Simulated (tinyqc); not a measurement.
A run and its error bars: classical Heisenberg spin chain: exact results, Metropolis, heat-bath and over-relaxation steps, and a Monte Carlo run. Computed by tinyqc, a small Python program. Command: `OMP_NUM_THREADS=1 python tinyqc.py 3130596 3130597 out.jsonl heismc walk`. One thread of a shared host (Intel(R) Xeon(R) Processor @ 2.30GHz), about 0.2 s of CPU time with the checks.

E = -J sum_i s_i . s_(i+1) for unit vectors s_i on an open chain; K = J/(k_B T).

Inputs (values chosen for the exercise, for a model chain of large moments):
```
quantity                     value  unit
coupling J                      11   meV
temperature T                 33.4     K
moment mu                        6  mu_B
length N of the open chain      12     -
seed                        714095     -
```

Update: Metropolis.

Constants: k_B = 8.617333262e-05 eV/K; mu_B = 5.7883818060e-05 eV/T.

Method:
- Each bond angle is independent, so u = <s_i . s_(i+1)> = coth K - 1/K, <s_i . s_(i+n)> = u^n, correlation length xi = -1/ln|u|, energy per bond -J u, heat capacity per bond c/k_B = 1 - K^2/sinh^2 K, and for the long chain chi = mu^2 (1 + u)/(3 k_B T (1 - u)) per spin.
- For N spins, <|sum s|^2>/N = (1 + u)/(1 - u) - 2 u (1 - u^N)/(N (1 - u)^2); the long chain has (1 + u)/(1 - u), chi over the Curie value, and the difference is relative to it.
- From the ordered state (alternating for J < 0), with trial spins uniform on the sphere, 200 sweeps are discarded and 1600 recorded (even and odd sites in turn; random numbers not printed, so these rows are one sample). Errors are the scatter of block means over sqrt(number of blocks).

K = 3.82185

u = 0.739305

<|sum s|^2>/N = 4.90710

Blocking:
```
block length  mean bond product      error  <|sum s|^2>/N    error
1                       0.74521  0.0019159         5.3186  0.05315
4                       0.74521  0.0033918         5.3186  0.10062
16                      0.74521  0.0052692         5.3186  0.17596
40                      0.74521  0.0061718         5.3186  0.23378
80                      0.74521  0.0068187         5.3186  0.27188
```

What does the comparison show, and why?

With blocks of 40 the bond product is 1.0 error bars from the exact u = 0.7393, and <|sum s|^2>/N is 1.8 from the exact 4.907. Blocking to 40 changes the two errors by factors 3.2 and 4.4, because successive sweeps are correlated. 17 % of the trial spins are accepted.
